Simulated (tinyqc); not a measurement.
Sp3 tight binding, zinc-blende lattice, step by step. One step of it, computed by the program tinyqc.

Question. Levels at k. Diagonalise the Hermitian matrix.

H(k) at k (eV):
```
                      a s                 a px                 a py                 a pz
a s            -18.300000             0.000000             0.000000             0.000000
a px             0.000000            -7.480000             0.000000             0.000000
a py             0.000000             0.000000            -7.480000             0.000000
a pz             0.000000             0.000000             0.000000            -7.480000
c s   -3.821234-0.791340i   1.715055+0.874321i  -0.181063-8.281690i  -2.690884-0.557255i
c px  -1.715055-0.874321i   1.167599+0.241798i   3.599294+0.745378i  0.242188+11.077488i
c py   0.181063+8.281690i   3.599294+0.745378i   1.167599+0.241798i  -2.294037-1.169482i
c pz   2.690884+0.557255i  0.242188+11.077488i  -2.294037-1.169482i   1.167599+0.241798i

                      c s                 c px                 c py                 c pz
a s   -3.821234+0.791340i  -1.715055+0.874321i   0.181063-8.281690i   2.690884-0.557255i
a px   1.715055-0.874321i   1.167599-0.241798i   3.599294-0.745378i  0.242188-11.077488i
a py  -0.181063+8.281690i   3.599294-0.745378i   1.167599-0.241798i  -2.294037+1.169482i
a pz  -2.690884+0.557255i  0.242188-11.077488i  -2.294037+1.169482i   1.167599-0.241798i
c s            -11.680000             0.000000             0.000000             0.000000
c px             0.000000            -4.020000             0.000000             0.000000
c py             0.000000             0.000000            -4.020000             0.000000
c pz             0.000000             0.000000             0.000000            -4.020000
```

Give: eigenvalues; weights |c|^2 of the basis functions.

Answer.

eigenvalues (eV): -23.9881  -18.9797  -17.4636  -17.1587  -0.4764  0.8388  5.8545  6.8932

weights |c|^2 of the basis functions:
```
      band 1  band 2  band 3  band 4  band 5  band 6  band 7  band 8
a s   0.6881  0.0448  0.0205  0.0387  0.0869  0.1179  0.0002  0.0030
a px  0.0008  0.1910  0.1079  0.2664  0.0127  0.0072  0.2231  0.1908
a py  0.0317  0.1173  0.0779  0.2013  0.3508  0.1703  0.0023  0.0484
a pz  0.0002  0.1672  0.3502  0.0385  0.0373  0.0173  0.2000  0.1894
c s   0.1462  0.2191  0.0819  0.1467  0.3316  0.0700  0.0002  0.0043
c px  0.0079  0.1095  0.1934  0.1098  0.0057  0.0213  0.3017  0.2507
c py  0.1159  0.0102  0.0267  0.0824  0.1568  0.5414  0.0030  0.0636
c pz  0.0092  0.1409  0.1415  0.1161  0.0182  0.0546  0.2696  0.2499
```
